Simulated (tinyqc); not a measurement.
## Threshold-voltage variability of a planar MOSFET, analytic estimates: effect of the correlation length of the roughness

Three independent sources add in quadrature: random dopants in the depleted layer, metal-gate grains of two orientations, and roughness of the two gate edges acting through the roll-off VT = VT(long) - Vr exp(-L/l). These are first-order estimates: no three-dimensional electrostatics, no percolation.

ni = sqrt(Nc Nv) exp(-Eg/(2 Vt)), Eg in volts; Cox = 3.9 eps0/ti; Wd = sqrt(4 eps0 eps_r Vt ln(Na/ni)/(q Na)); dopants: s1 = (q/Cox) sqrt(Na Wd/(3 L W)). Grains: Ng = L W/G^2 (at least 1), s2 = dW sqrt(p (1 - p)/Ng). Edges, with exponential correlation and u = W/La: the mean gate length has sL^2 = 2 De^2 (2/u)[1 - (1 - exp(-u))/u]; s3 = sL (Vr/l) exp(-L/l). s = sqrt(s1^2 + s2^2 + s3^2). l and Vr are held fixed.

Parameters, values chosen for the exercise; material values close to those of silicon: temperature T = 293 K; band gap Eg = 1.11 eV; relative permittivity of the semiconductor eps_r = 11.8; conduction-band density of states at T Nc = 2.65e19 cm^-3; valence-band density of states at T Nv = 2.55e19 cm^-3; channel doping Na = 1.4e18 cm^-3; oxide-equivalent thickness in inversion ti = 1.9 nm; gate length L = 20 nm; gate width W = 86 nm; metal grain size G = 10 nm; work-function difference of the two grain orientations dW = 0.2 eV; share of the orientation of higher work function p = 0.6; rms roughness of one gate edge De = 1.6 nm; decay length of the threshold roll-off l = 4.6 nm; prefactor of the roll-off Vr = 2.3 V.

Constants: q = 1.602176634e-19 C, kB = 1.380649e-23 J/K, Vt = kB T/q, eps0 = 8.8541878128e-14 F/cm where lengths are in cm. Results are converted to the units shown.

The same in every row: s1 (mV) = 25.13; s2 (mV) = 23.62.

Effect of the correlation length of the roughness:

| La (nm) | s3 (mV) | s (mV) | s sqrt(L W) (mV um) |
|---|---|---|---|
| 2 | 3.119 | 34.63 | 1.436 |
| 5 | 4.843 | 34.83 | 1.444 |
| 10 | 6.634 | 35.12 | 1.457 |
| 20 | 8.761 | 35.58 | 1.476 |
| 40 | 10.83 | 36.15 | 1.499 |
| 80 | 12.42 | 36.66 | 1.520 |
| 160 | 13.43 | 37.01 | 1.535 |

Read the table: what changes, and by how much?

As La goes from 2 to 160 nm, s rises from 34.6 to 37.0 mV. The dopants are the largest source in the first and the last row. The edge term s3 rises from 3.12 to 13.4 mV: a longer correlation averages out less along the width. In every row the depletion depth exceeds L, so source and drain share much of the charge and s1 is rough.

Computed by the program tinyqc: `OMP_NUM_THREADS=1 python tinyqc.py 2090103 2090104 out.jsonl`, one thread of a shared Intel Xeon 2.30GHz, about 0.02 s for the whole run.
